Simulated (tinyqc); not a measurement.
MOSFET in saturation, small-signal circuit and noise: one step of the calculation.

Bias by the inversion coefficient IC = I/Ispec (charge-based model with velocity saturation; weak inversion below 0.1, strong above 10). Common-source circuit: gm, gds, Cgs, Cgd and Cj at the inner nodes, Rg in series with the gate; quasi-static, no source or drain resistance, no gate-body capacitance, no substrate network, no induced gate noise, so fmax is an upper estimate.

Task. Noise at the gate. Channel noise Sid = 4 kB T gam n gm with gam = (1/2 + (2/3) qs)/(1 + qs) + gw lc IC, qs = [sqrt(1 + 4 IC) - 1]/2, lc = Ls/L (the last term an empirical rise with velocity saturation); at the gate, white noise Sw = Sid/gm^2 + 4 kB T Rg. Number fluctuation with correlated mobility: S(f) = K/f, K = q^2 Vt lt Nt/(W L Cox^2) (1 + ac mu Cox I/gm)^2, Vt in eV with Nt per eV. Corner fc = K/Sw. Full shot noise would be 2 q I.

Values chosen for this exercise:
```
symbol,value,unit,meaning
T,300,K,temperature
L,65,nm,gate length
W,80,um,total gate width
Cox,2.22,uF/cm^2,gate capacitance
mu,200,cm^2/(V s),mobility
n,1.35,,slope factor
Ls,10,nm,velocity-saturation length
IC,3.7,,inversion coefficient
gw,0.11,,short-channel excess of the noise factor
Nt,3.1e17,cm^-3 eV^-1,oxide trap density
lt,0.1,nm,tunnelling length into the oxide
ac,0,V s/C,Coulomb scattering coefficient
```

Constants: q = 1.602176634e-19 C, kB = 1.380649e-23 J/K, Vt = kB T/q. Results are converted to the units shown.

I = 3648.4918 uA
gm = 39.768053 mS
Rg = 3.7820513 ohm

Find: gam; Sid; Sid/(2 q I); sqrt(Sw); K; fc.

Result.

gam = 0.6623
Sid = 5.891e-22 A^2/Hz
Sid/(2 q I) = 0.5039
sqrt(Sw) = 0.6597 nV/Hz^0.5
K = 8.027e-12 V^2
fc = 18.45 MHz

The gate resistance gives 14 % of the white noise power.

Numbers from tinyqc (`OMP_NUM_THREADS=1 python tinyqc.py 2150117 2150118 out.jsonl`; about 0.01 s on one thread of a shared Intel Xeon 2.30GHz).
